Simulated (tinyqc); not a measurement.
Abrupt p-n junction, non-linear Poisson equation by Newton steps: one step of the calculation.

One dimension, p side on the left, n side on the right; net doping C = -Na for x < 0 and +Nd for x > 0. The potential psi is counted from the intrinsic level, and the quasi-Fermi potentials are flat: 0 for holes and -V for electrons, so n = ni exp((psi + V)/Vt) and p = ni exp(-psi/Vt) (Boltzmann statistics, full ionisation, no current). Under reverse bias this makes the minority densities vanishingly small everywhere; they play no part in the charge.

Question. Densities, residual and Jacobian diagonal. n_i = ni exp((psi_i + V)/Vt), p_i = ni exp(-psi_i/Vt), rho_i = p_i - n_i + C_i, g_i = (n_i + p_i)/Vt. Box widths w_i = (h_(i-1) + h_i)/2 in cm. Residual F_i = a_i (psi_(i+1) - psi_i) - a_(i-1) (psi_i - psi_(i-1)) + q rho_i w_i; Jacobian: a_(i-1) and a_i beside the diagonal, b_i = -a_(i-1) - a_i - q g_i w_i on it. The two end nodes are fixed.

Values chosen for this exercise: temperature T = 300 K; bias of the p side against the n side V = -6.4 V.

Constants: q = 1.602176634e-19 C, kB = 1.380649e-23 J/K, Vt = kB T/q. Results are converted to the units shown.

| node | x (nm) | psi at the start (V) | net doping C (cm^-3) |
|---|---|---|---|
| 0 | -119 | -1.2517790 | -9.2e17 |
| 1 | -92.9 | -1.2517790 | -9.2e17 |
| 2 | -69.9 | -1.2517790 | -9.2e17 |
| 3 | -50.1 | -1.0518054 | -9.2e17 |
| 4 | -33 | -0.2261684 | -9.2e17 |
| 5 | -18.2 | 1.0048192 | -9.2e17 |
| 6 | -5.5 | 2.4431466 | -9.2e17 |
| 7 | 5.5 | 3.9082788 | 9.1e17 |
| 8 | 17.6 | 5.2899177 | 9.1e17 |
| 9 | 30.9 | 6.4430902 | 9.1e17 |
| 10 | 45.6 | 7.2723378 | 9.1e17 |
| 11 | 61.8 | 7.6446235 | 9.1e17 |
| 12 | 79.6 | 7.6514965 | 9.1e17 |
| 13 | 99.1 | 7.6514965 | 9.1e17 |
| 14 | 121 | 7.6514965 | 9.1e17 |

| interval | coupling a_i (F/cm^2) |
|---|---|
| 0 | 2.5816233e-7 |
| 1 | 2.9295813e-7 |
| 2 | 3.4030490e-7 |
| 3 | 3.9403725e-7 |
| 4 | 4.5527277e-7 |
| 5 | 5.3055409e-7 |
| 6 | 6.1254881e-7 |
| 7 | 5.5686256e-7 |
| 8 | 5.0661932e-7 |
| 9 | 4.5836986e-7 |
| 10 | 4.1592821e-7 |
| 11 | 3.7854140e-7 |
| 12 | 3.4554036e-7 |
| 13 | 3.0767292e-7 |

ni = 8.6064950e-4 cm^-3

Find: n; p; residual F; diagonal b.

Answer.

| node | n (cm^-3) | p (cm^-3) |
|---|---|---|
| 0 | 2.458e-132 | 9.200e17 |
| 1 | 2.458e-132 | 9.200e17 |
| 2 | 2.458e-132 | 9.200e17 |
| 3 | 5.623e-129 | 4.021e14 |
| 4 | 4.170e-115 | 5.424 |
| 5 | 1.994e-94 | 1.134e-20 |
| 6 | 2.901e-70 | 7.794e-45 |
| 7 | 1.191e-45 | 1.899e-69 |
| 8 | 1.933e-22 | 1.170e-92 |
| 9 | 0.004557 | 4.962e-112 |
| 10 | 3.886e11 | 5.820e-126 |
| 11 | 6.976e17 | 3.242e-132 |
| 12 | 9.100e17 | 2.485e-132 |
| 13 | 9.100e17 | 2.485e-132 |
| 14 | 9.100e17 | 2.485e-132 |

| node | residual F (1e-8 C/cm^2) | diagonal b (F/cm^2) |
|---|---|---|
| 1 | 0.000 | -1.455e-5 |
| 2 | 6.805 | -1.283e-5 |
| 3 | -1.455 | -7.389e-7 |
| 4 | 0.000 | -8.493e-7 |
| 5 | 0.000 | -9.858e-7 |
| 6 | -4.031 | -1.143e-6 |
| 7 | 4.031 | -1.169e-6 |
| 8 | 0.000 | -1.063e-6 |
| 9 | 0.000 | -9.650e-7 |
| 10 | 0.000 | -8.743e-7 |
| 11 | -9.438 | -8.144e-6 |
| 12 | -0.260 | -1.124e-5 |
| 13 | 0.000 | -1.233e-5 |

tinyqc, about 0.01 s, one thread, Intel Xeon 2.30GHz (shared host): `OMP_NUM_THREADS=1 python tinyqc.py 2000117 2000118 out.jsonl`
